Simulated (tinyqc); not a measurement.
Neutral against charged centre: trap in a gate oxide as a short-range spherical well.

Lucovsky model (delta well, plane-wave final states, no local-field factor): sigma = (32 pi alpha c/(3 n_r m Et)) (x - 1)^(3/2)/x^3, x = h nu/Et, c = hbar^2/2m0; 1 angstrom^2 = 1e-16 cm^2.

Constants: hbar^2/2m0 = 3.80998211 eV angstrom^2; fine-structure constant alpha = 0.007297352564.

Inputs chosen for the exercise (out of a larger set: near those of SiO2 on Si; not measured data): m = 0.469 m0 (mass); n_r = 1.49 (refractive index); xs = (1.08, 1.23, 1.4, 1.89, 2.22, 3.15, 4.46, 6.79) (photon energies h nu/Et).

Et = 2.48588 eV

Lucovsky cross-section, its shape relative to the peak, and the shape of a hydrogen-like centre relative to threshold: x^-4 exp(4 - 4 atan(e)/e)/(1 - exp(-2 pi/e)), e = sqrt(x - 1).

Results:
```
x,h nu (eV),sigma (1e-18 cm^2),relative to peak,hydrogen-like
1.08,2.685,0.963,0.144,0.814
1.23,3.058,3.18,0.474,0.572
1.40,3.480,4.94,0.738,0.402
1.89,4.698,6.67,0.995,0.173
2.22,5.519,6.61,0.985,0.110
3.15,7.831,5.41,0.807,0.040
4.46,11.087,3.89,0.580,0.014
6.79,16.879,2.39,0.356,0.004
```

What does the comparison show?

The short-range centre starts from zero, reaches half its peak at x = 1.24 and peaks at x = 2; in the last row it still has 36 % of the peak. The Coulomb centre is largest at threshold and is down to 0.4 % there. Reading the peak as the threshold would misplace the level by a factor 2, here 2.49 eV. Rows above the gap, about 9 eV, are hidden by band-to-band absorption.

Run: tinyqc, `OMP_NUM_THREADS=1 python tinyqc.py 1252267 1252268 out.jsonl`; Intel(R) Xeon(R) Processor @ 2.30GHz, one thread, shared host; about 0.01 s of CPU time with all checks.
